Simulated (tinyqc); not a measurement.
Inputs raised by 10 %, one at a time: gas flow in a process chamber: flow regimes, conductance, effective pumping speed, pump-down, outgassing and purge. Computed by tinyqc, a small Python program. Command: `OMP_NUM_THREADS=1 python tinyqc.py 3121215 3121216 out.jsonl pump sens`. One thread of a shared host (Intel(R) Xeon(R) Processor @ 2.30GHz), about 0.01 s of CPU time with the checks.

Ideal gas, isothermal flow, a pump of constant speed at the end of a round pipe; process gas, volume gas and outgassing are given the same properties. 1 sccm = 101325 Pa x 1e-6 m^3/60 s x T/273.15 K.

Inputs (values chosen for the exercise, modelled on oxygen near room temperature):
```
quantity            value           unit
molar mass M           32          g/mol
molecular diameter   0.36             nm
viscosity eta        20.6  micropascal s
temperature T         300              K
chamber volume V       13              L
pipe diameter d        10             cm
pipe length l          17             cm
pump speed S          140            L/s
process gas flow      560           sccm
```

Constants: k_B = 1.380649e-23 J/K; u = 1.6605390666e-27 kg.

Method:
- Mean speed c = sqrt(8 k_B T/(pi m)); aperture conductance C_a = c pi d^2/16; molecular pipe C_m = C_a/(1 + 3 l/(4 d)) (Dushman form); viscous pipe C_v = pi d^4 p_mean/(128 eta l); Knudsen interpolation C = C_v + C_m (1 + x)/(1 + 1.24 x), x = d p_mean sqrt(m/(k_B T))/eta.
- Effective speed 1/S_eff = 1/S + 1/C_m; time constant V/S_eff; pressure at which the free path k_B T/(sqrt2 pi d_m^2 p) equals d.
- Steady flow: the pump inlet is at p_2 = Q/S, and the chamber pressure p_1 solves Q = C((p_1 + p_2)/2) (p_1 - p_2). Residence time = p_1 V/Q.
- Knudsen number = free path at the mean pressure over d.

Runs:
```
input moved              from    to  chamber pressure p_1 (Pa)  S_eff in molecular flow (L/s)  residence time (s)  conductance C (L/s)
base run                    -     -                     7.6053                         102.63             0.09519               5575.4
molar mass M (g/mol)       32  35.2                     7.6058                         101.31             0.09519               5561.1
chamber volume V (L)       13  14.3                     7.6053                         102.63             0.10471               5575.4
pipe diameter d (cm)       10    11                     7.5476                         108.90             0.09447               8074.6
pipe length l (cm)         17  18.7                     7.6232                         101.12             0.09541               5086.0
pump speed S (L/s)        140   154                     6.9479                         109.96             0.08696               5108.7
process gas flow (sccm)   560   616                     8.3483                         102.63             0.09499               6095.7
```

Exponents ln(y'/y) / ln(x'/x):
```
input             chamber pressure p_1  S_eff in molecular flow  residence time  conductance C
molar mass M                     0.001                   -0.136           0.001         -0.027
chamber volume V                 0.000                    0.000           1.000          0.000
pipe diameter d                 -0.080                    0.622          -0.080          3.886
pipe length l                    0.025                   -0.156           0.025         -0.964
pump speed S                    -0.949                    0.724          -0.949         -0.917
process gas flow                 0.978                    0.000          -0.022          0.936
```

Which inputs matter most for each result?

Among the inputs moved here: chamber pressure p_1 answers most in size to process gas flow (exponent +0.978), next to pump speed S (-0.949); its exponent is below 0.0005 for chamber volume V. Its exponent +0.978 in process gas flow: constant speed and conductance. S_eff in molecular flow answers most in size to pump speed S (exponent +0.724), next to pipe diameter d (+0.622); its exponent is below 0.0005 for chamber volume V, process gas flow. Residence time answers most in size to chamber volume V (exponent +1.000), next to pump speed S (-0.949). Conductance C answers most in size to pipe diameter d (exponent +3.886), next to pipe length l (-0.964); its exponent is below 0.0005 for chamber volume V.
